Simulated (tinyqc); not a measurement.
From results back to parameters: effective mass of the conduction band from tabulated energies. Three cases, with inputs chosen for the exercise.

Problem. A band follows E (1 + alpha E) = c k^2/m, c = hbar^2/2m0. Its energies at two wave vectors are given.

Constants: hbar^2/2m0 = 3.80998211 eV angstrom^2.
Find: y = c k^2/E; m; alpha.
Method. y = m + m alpha E is a straight line through the two points.

Case 1.

Values chosen (out of a larger set: band of an eight-band Kane model near GaAs; not measured data): k12 = (0.0177, 0.0472) 1/angstrom (two wave vectors).

energies (meV): 17.63200  118.45053

Solution.

y = c k^2/E (m0): 0.06770  0.07166
m = 0.0670 m0
alpha = 0.59 1/eV

Case 2.

Values chosen (out of a larger set: band of an eight-band Kane model near InSb; not measured data): k12 = (0.0048, 0.0128) 1/angstrom (two wave vectors).

energies (meV): 6.34334  39.97449

Solution.

y = c k^2/E (m0): 0.01384  0.01562
m = 0.0135 m0
alpha = 3.91 1/eV

Case 3.

Values chosen (out of a larger set: band of an eight-band Kane model near InSb; not measured data): k12 = (0.0066, 0.0176) 1/angstrom (two wave vectors).

energies (meV): 11.66363  68.41847

Solution.

y = c k^2/E (m0): 0.01423  0.01725
m = 0.0136 m0
alpha = 3.91 1/eV

Computed by tinyqc, one run a case: `OMP_NUM_THREADS=1 python tinyqc.py N N+1 out.jsonl` with N = 1881095, 1881145, 1881262; one thread of a shared Intel(R) Xeon(R) Processor @ 2.30GHz, about 0.01 s a run at most.
